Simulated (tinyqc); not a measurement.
Line shape against size: Raman line shape of confined optical phonons and breathing modes of small crystals. Computed by tinyqc, a small Python program. Command: `OMP_NUM_THREADS=1 python tinyqc.py 3019747 3019748 out.jsonl confine walk`. One thread of a shared host (Intel(R) Xeon(R) Processor @ 2.30GHz), about 0.02 s of CPU time with the checks.

Confinement in 1 direction(s) lets phonons with q away from zero scatter light. q is in units of 2 pi/a, from 0 to 1, and the branch is isotropic: omega(q)^2 = (omega_0^2 + omega_X^2)/2 + ((omega_0^2 - omega_X^2)/2) cos(pi q). The model and its constant beta are phenomenological; beta = 8 is the common choice.

Inputs (values chosen for the exercise, modelled on silicon):
```
quantity                                value      unit
bulk frequency omega_0                  520.4      1/cm
frequency at the zone boundary omega_X    428      1/cm
natural width Gamma_0                     3.6      1/cm
lattice constant a                      5.431  angstrom
size L                                    5.2        nm
confinement constant beta                   8         -
```

Shape: film.

Method:
- Weight W(q) = q^0 exp(-(2 L q/a)^2/(2 beta)) dq, that is exp(-k^2 L^2/(2 beta pi^2)) for k = 2 pi q/a.
- Width q_c = a sqrt(2 beta)/(2 L), where the exponential falls to 1/e; curvature of the branch: omega(q) = omega_0 - c q^2, c = pi^2 (omega_0^2 - omega_X^2)/(8 omega_0); for small q_c the mean of q^2 is (number of confined directions) q_c^2/2, and the mean shift is -c times that.
- I(omega) = int W(q) / [(omega - omega(q))^2 + (Gamma_0/2)^2] dq / int W dq x (Gamma_0/2)^2, by 400 Gauss-Legendre points on 0 < q < min(1, 2.5 a sqrt(2 beta)/L).
- The peak is the maximum of I; the width is taken between the half-maximum points, and the asymmetry is the low-side half-width over the high-side one.

mean shift, quadratic estimate = -4.53230 1/cm

Line shape:
```
L (nm)  peak shift (1/cm)  full width (1/cm)  asymmetry  mean shift, quadratic estimate (1/cm)
3                -0.95688             8.8143     2.8377                                -13.617
3.6              -0.92229             8.0508     2.5507                                -9.4563
4.4              -0.87321             7.2346     2.2478                                -6.3302
5.5              -0.80391             6.3966      1.942                                -4.0514
7                 -0.7121             5.6098     1.6605                                -2.5011
10               -0.55254             4.7105     1.3475                                -1.2255
15                -0.3641             4.0649     1.1316                               -0.54468
25               -0.17401             3.7045     1.0217                               -0.19609
```

The peak shift falls with exponent -0.20 at the small end and -1.45 at the large end. For still larger L it tends to the mean shift, which goes as 1/L^2; the ratio is 0.07 in the first row and 0.89 in the last. The width exceeds Gamma_0 by over 10 % for L up to 15 nm. In a film the weight is largest at q = 0, so the peak hardly moves and a tail grows instead.

Extremes, crossings and ranges named in words are read from the listed rows.
